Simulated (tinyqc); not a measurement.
Deep-level transient spectroscopy (DLTS) of one majority-carrier trap: one step, computed by the program tinyqc. Command: `OMP_NUM_THREADS=1 python tinyqc.py 3003498 3003499 out.jsonl dlts walk`. One thread of a shared host (Intel(R) Xeon(R) Processor @ 2.30GHz), about 0.04 s of CPU time with the checks.

A filling pulse loads the traps in a one-sided junction; under reverse bias they empty at the rate e, and the capacitance relaxes as C(t) = C_0 - dC exp(-e t). The signal is S = [C(t_2) - C(t_1)]/dC.

Question. Signal size and trap density. W = sqrt(2 eps eps_0 (V_b + V_r)/(e N)), C_0 = eps eps_0 area/W. The pulse goes to zero bias, W_0 = W(V_r = 0). Traps within lambda = sqrt(2 eps eps_0 (E_t - E_F)/(e^2 N)) of the depletion edge stay filled, with E_F = k_B T_p ln(N_b/N) from the band, N_b = 2 M (2 pi m k_B T_p/h^2)^(3/2) (dopants taken as fully ionised). dC = C_0 (N_t/2N) f, f = [(W - lambda)^2 - max(W_0 - lambda, 0)^2]/W^2. The simple estimate is 2 N dC/C_0.

Inputs (values chosen for the exercise, with mass and screening modelled on InP):
```
quantity                    value   unit
density-of-states mass m    0.583    m_0
valleys M                       1      -
trap depth E_t              0.267     eV
temperature T                 181      K
doping N                  4.7e+16  cm^-3
trap density N_t          4.2e+14  cm^-3
dielectric constant eps      12.8      -
built-in voltage V_b          0.6      V
reverse bias V_r              6.3      V
diode area                0.00056   cm^2
```

Carriers: holes. Extra term: none.

peak temperature T_p = 138.3471 K

Constants: eps_0 = 8.8541878128e-12 F/m; e = 1.602176634e-19 C; k_B = 8.617333262e-05 eV/K; m_0 = 9.1093837015e-31 kg; k_B = 1.380649e-23 J/K; h = 6.62607015e-34 J s.

Give: depletion width W; C_0; lambda; f; transient amplitude dC; simple estimate of N_t.

Answer.

depletion width W = 0.45574 micrometre

C_0 = 13.926 pF

lambda = 0.080563 micrometre

f = 0.66375

transient amplitude dC = 41.301 fF

simple estimate of N_t = 2.7878e+14 cm^-3

The simple estimate finds 66 % of the traps.
